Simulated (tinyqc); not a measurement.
# Reverse leakage of an n+-p junction: diffusion, generation, trap-assisted and band-to-band tunnelling: two studies

One-sided abrupt junction in the depletion approximation, x from the junction (0) to W on the p side, field F = F0 (1 - x/W). Flat quasi-Fermi levels, long p side. Traps generate through SRH with both lifetimes shortened by 1 + Gamma (Hurkx enhancement, form for moderate fields); band-to-band generation is local and needs a total bending above Eg.

Inputs (values chosen for the exercise); band and dielectric values close to those of silicon: temperature T = 400 K; band gap Eg = 1.12 eV; relative permittivity eps_r = 11.6; conduction-band density of states at T Nc = 4.26e19 cm^-3; valence-band density of states at T Nv = 4.06e19 cm^-3; acceptor density of the lighter side Na = 8e17 cm^-3; donor density of the heavier side Nd = 5e19 cm^-3; SRH lifetime of both carriers at zero field tau = 9e-7 s; trap level above the intrinsic level Et = 0 eV; tunnelling mass mt = 0.26 m0; electron diffusion coefficient on the lighter side Dn = 5.6 cm^2/s; band-to-band prefactor Ab = 4.9e14 cm^-0.5 V^-2.5 s^-1; band-to-band field constant Bb = 1.92e7 V/cm; reverse bias VR = 1.4 V.

Constants: q = 1.602176634e-19 C, kB = 1.380649e-23 J/K, hbar = 1.054571817e-34 J s, m0 = 9.1093837015e-31 kg, Vt = kB T/q, eps0 = 8.8541878128e-14 F/cm where lengths are in cm. Results are converted to the units shown.

Each table varies one quantity; the others keep the values above.

## Leakage components against the acceptor density of the lighter side

ni = sqrt(Nc Nv) exp(-Eg/(2 Vt)), Eg in volts; Vbi = Vt ln(Na Nd/ni^2); W = sqrt(2 eps0 eps_r (Vbi + VR)/(q Na)); F0 = 2 (Vbi + VR)/W; FG = sqrt(24 mt m0 (kB T)^3)/(q hbar); J_diff = q ni^2 sqrt(Dn/tau)(1 - exp(-VR/Vt))/Na. u = (Vbi + VR)(1 - x/W)^2, p = Na exp(-u/Vt), n = Nd exp((u - Vbi - VR)/Vt); G0 = ni^2 (1 - exp(-VR/Vt))/(tau (n + p + 2 ni cosh(Et/Vt))); Gamma = 2 sqrt(3 pi)(F/FG) exp((F/FG)^2); trap-assisted part G0 Gamma; G_bb = Ab F^2.5 exp(-Bb/F) with F in V/cm, zero unless Vbi + VR > Eg, and counted as zero under 1 cm^-3 s^-1. Currents are q times the integrals over 0 to W; J_bb under 1e-8 of J is printed as 0; rows with F0/FG above 2.2, beyond the range of this Gamma, are left out.

Leakage components against the acceptor density of the lighter side:

| Na (cm^-3) | F0 (kV/cm) | F0/FG | J_diff (A/cm^2) | J_SRH (A/cm^2) | J_TAT (A/cm^2) | J_bb (A/cm^2) | J (A/cm^2) | largest part |
|---|---|---|---|---|---|---|---|---|
| 1e16 | 83.6 | 0.144 | 5.35e-7 | 9.42e-6 | 5.04e-6 | 0 | 1.50e-5 | SRH generation |
| 2.4e16 | 130 | 0.225 | 2.23e-7 | 5.94e-6 | 5.11e-6 | 0 | 1.13e-5 | SRH generation |
| 5.6e16 | 200 | 0.346 | 9.55e-8 | 3.81e-6 | 5.28e-6 | 0 | 9.18e-6 | trap-assisted tunnelling |
| 1.3e17 | 307 | 0.531 | 4.11e-8 | 2.45e-6 | 5.69e-6 | 0 | 8.18e-6 | trap-assisted tunnelling |
| 3.2e17 | 485 | 0.838 | 1.67e-8 | 1.53e-6 | 6.97e-6 | 0 | 8.52e-6 | trap-assisted tunnelling |
| 7.5e17 | 747 | 1.29 | 7.13e-9 | 9.82e-7 | 1.14e-5 | 5.64e-8 | 1.25e-5 | trap-assisted tunnelling |
| 1.8e18 | 1.17e3 | 2.01 | 2.97e-9 | 6.23e-7 | 4.37e-5 | 0.00161 | 0.00165 | band-to-band tunnelling |

J goes from 1.50e-5 through a minimum of 8.18e-6 (at Na = 1.3e17 among the rows listed) to 0.00165 A/cm^2. SRH generation leads at Na = 1e16, trap-assisted tunnelling from 5.6e16, band-to-band tunnelling from 1.8e18 on. The ratio J_TAT/J_SRH goes from 0.535 to 70.1 as F0/FG goes from 0.144 to 2.01.

## Leakage components against the reverse bias

Same model as above.

Leakage components against the reverse bias:

| VR (V) | F0 (kV/cm) | F0/FG | J_diff (A/cm^2) | J_SRH (A/cm^2) | J_TAT (A/cm^2) | J_bb (A/cm^2) | J (A/cm^2) | largest part |
|---|---|---|---|---|---|---|---|---|
| 0.2 | 545 | 0.941 | 6.67e-9 | 2.26e-7 | 1.26e-6 | 9.53e-13 | 1.50e-6 | trap-assisted tunnelling |
| 0.7 | 649 | 1.12 | 6.69e-9 | 5.74e-7 | 4.66e-6 | 5.94e-10 | 5.24e-6 | trap-assisted tunnelling |
| 1.2 | 739 | 1.28 | 6.69e-9 | 8.51e-7 | 9.57e-6 | 3.80e-8 | 1.05e-5 | trap-assisted tunnelling |
| 1.7 | 819 | 1.41 | 6.69e-9 | 1.09e-6 | 1.67e-5 | 7.52e-7 | 1.86e-5 | trap-assisted tunnelling |
| 2.2 | 892 | 1.54 | 6.69e-9 | 1.30e-6 | 2.71e-5 | 7.38e-6 | 3.58e-5 | trap-assisted tunnelling |
| 2.7 | 960 | 1.66 | 6.69e-9 | 1.49e-6 | 4.21e-5 | 4.59e-5 | 8.94e-5 | band-to-band tunnelling |
| 3.2 | 1.02e3 | 1.77 | 6.69e-9 | 1.67e-6 | 6.39e-5 | 2.07e-4 | 2.72e-4 | band-to-band tunnelling |
| 3.7 | 1.08e3 | 1.87 | 6.69e-9 | 1.83e-6 | 9.55e-5 | 7.38e-4 | 8.35e-4 | band-to-band tunnelling |
| 4.2 | 1.14e3 | 1.97 | 6.69e-9 | 1.99e-6 | 1.41e-4 | 0.00220 | 0.00235 | band-to-band tunnelling |

What does the comparison show?

J rises from 1.50e-6 to 0.00235 A/cm^2. Trap-assisted tunnelling leads at VR = 0.2, band-to-band tunnelling from 2.7 on. The ratio J_TAT/J_SRH goes from 5.60 to 71.1 as F0/FG goes from 0.941 to 1.97.

Range of the model: The n+ side is degenerate, so Vbi from Boltzmann statistics is only a guide.

tinyqc, about 0.01 s, one thread, Intel Xeon 2.30GHz (shared host): `OMP_NUM_THREADS=1 python tinyqc.py 2290135 2290136 out.jsonl`
